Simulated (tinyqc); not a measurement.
# Biaxially strained (001) channel, valley splitting in an inversion layer: what changes with what

A thin layer grown on a relaxed buffer is stretched in the plane. The two valleys with their long axis along the growth direction (D2) sink against the four in-plane ones (D4); confinement in a triangular well splits them too. Only the lowest subband of each set is kept; one relaxation time, so the weakening of intervalley scattering is left out.

Inputs (values chosen for the exercise); values close to those of silicon on relaxed silicon-germanium:
- T = 250 K (temperature)
- x = 0.15 (germanium share of the relaxed buffer)
- b1 = 0.0418 (lattice mismatch per unit x)
- c11 = 167 GPa (elastic constant)
- c12 = 65.9 GPa (elastic constant)
- Xu = 8.75 eV (shear deformation potential)
- ml = 0.93 m0 (longitudinal mass)
- mt = 0.185 m0 (transverse mass)
- F = 1.03 MV/cm (confining field)
- Ns = 7.9e11 cm^-2 (inversion density)
- bv = 0.384 nm (Burgers vector)

Constants: q = 1.602176634e-19 C, kB = 1.380649e-23 J/K, hbar = 1.054571817e-34 J s, m0 = 9.1093837015e-31 kg, Vt = kB T/q, hbar^2/(2 m0) = 0.0380998212 eV nm^2. Results are converted to the units shown.

Each table varies one quantity; the others keep the values above.

## Effect of the confining field

e_par = b1 x, e_perp = -2 (c12/c11) e_par, splitting D = Xu (e_par - e_perp), in-plane stress (c11 + c12 - 2 c12^2/c11) e_par. Levels E(m) = 2.33811 (hbar^2 q^2 F^2/(2 m))^(1/3): E2 = E(ml), E4 = E(mt) + D; N2 = 2 mt kB T/(pi hbar^2), N4 = 4 sqrt(mt ml) kB T/(pi hbar^2). EF solves Ns = N2 ln(1 + exp((EF - E2)/Vt)) + N4 ln(1 + exp((EF - E4)/Vt)); f2 is the share in D2, and 1/mc = f2/mt + (1 - f2)(1/mt + 1/ml)/2. The gain is mc(x = 0)/mc.

The same in every row: D (meV) = 98.16.

Effect of the confining field:

| F (MV/cm) | f2 without strain | f2 | mc (m0) | gain |
|---|---|---|---|---|
| 0.1 | 0.4260 | 0.9849 | 0.1861 | 1.291 |
| 0.3 | 0.7300 | 0.9960 | 0.1853 | 1.119 |
| 0.5 | 0.8825 | 0.9986 | 0.1851 | 1.049 |
| 0.7 | 0.9487 | 0.9994 | 0.1850 | 1.021 |
| 0.9 | 0.9768 | 0.9997 | 0.1850 | 1.009 |
| 1.1 | 0.9891 | 0.9999 | 0.1850 | 1.004 |
| 1.3 | 0.9947 | 0.9999 | 0.1850 | 1.002 |
| 1.5 | 0.9973 | 1.000 | 0.1850 | 1.001 |

What does the table show?

As F goes from 0.1 to 1.5 MV/cm, f2 rises from 0.985 to 1.00 (without strain: it rises from 0.426 to 0.997) and the gain falls from 1.29 to 1.00. Strong confinement already empties D4, so strain has less to move.

## Effect of the germanium share of the relaxed buffer

Same model as above.

Critical thickness (Matthews-Blakeslee, 60-degree dislocations): h = bv (1 - nu/4)[ln(h/bv) + 1]/(4 pi e_par (1 + nu)), nu = c12/(c11 + c12).

The same in every row: f2 without strain = 0.98583.

Effect of the germanium share of the relaxed buffer:

| x | D (meV) | f2 | mc (m0) | gain | critical thickness (nm) |
|---|---|---|---|---|---|
| 0.03 | 19.632 | 0.99425 | 0.18543 | 1.0034 | 118.88 |
| 0.09 | 58.897 | 0.99907 | 0.18507 | 1.0053 | 31.883 |
| 0.15 | 98.161 | 0.99985 | 0.18501 | 1.0056 | 16.886 |
| 0.21 | 137.43 | 0.99998 | 0.18500 | 1.0057 | 10.975 |
| 0.27 | 176.69 | 1.0000 | 0.18500 | 1.0057 | 7.8888 |
| 0.33 | 215.95 | 1.0000 | 0.18500 | 1.0057 | 6.0209 |
| 0.39 | 255.22 | 1.0000 | 0.18500 | 1.0057 | 4.7817 |
| 0.45 | 294.48 | 1.0000 | 0.18500 | 1.0057 | 3.9062 |

As x goes from 0.03 to 0.45, f2 rises from 0.994 to 1.00 (without strain: it stays at 0.986) and the gain stays near 1.01. The gain cannot pass 1.006, reached when D4 is empty, while the critical thickness falls from 119 to 3.91 nm.

Computed by the program tinyqc: `OMP_NUM_THREADS=1 python tinyqc.py 2530162 2530163 out.jsonl`, one thread of a shared Intel Xeon 2.30GHz, about 0.02 s for the whole run.
